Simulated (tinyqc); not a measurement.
## Probe couplings from its potential

Inverse problem. One voltage probe p sits between leads L (mu = 1) and R (mu = 0) without magnetic field: mu_p = T_pL/(T_pL + T_pR), T_eff = T_RL + T_pL T_pR/(T_pL + T_pR). Find T_pL and T_pR.

T_RL = 0.23
mu_p = 0.13043478
T_eff = 0.28217391

Answer. T_eff - T_RL equals T_pL (1 - mu_p) and also T_pR mu_p.

T_pL = 0.0600
T_pR = 0.400

Numbers from tinyqc (`OMP_NUM_THREADS=1 python tinyqc.py 2700105 2700106 out.jsonl`; about 0.01 s on one thread of a shared Intel Xeon 2.30GHz).
